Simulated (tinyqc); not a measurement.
## Length offset and series resistance from crossing lines

Problem. R_total = Rs + k (L - dL)/Vo with constant Rs, dL and k. Find k, dL and Rs.

R_total at (L, Vo) = (60, 0.44), (180, 0.44), (60, 0.82) and (180, 0.82), L in nm and Vo in V (ohm um): [271.90909, 599.18182, 215.41463, 391.02439]

Answer. At each overdrive R is a straight line in L with slope k/Vo; the two lines cross at L = dL, R = Rs.

k = 1.20 ohm um V/nm
dL = 15.3 nm
Rs = 150 ohm um

tinyqc, about 0.03 s, one thread, Intel Xeon 2.30GHz (shared host): `OMP_NUM_THREADS=1 python tinyqc.py 2282142 2282143 out.jsonl`
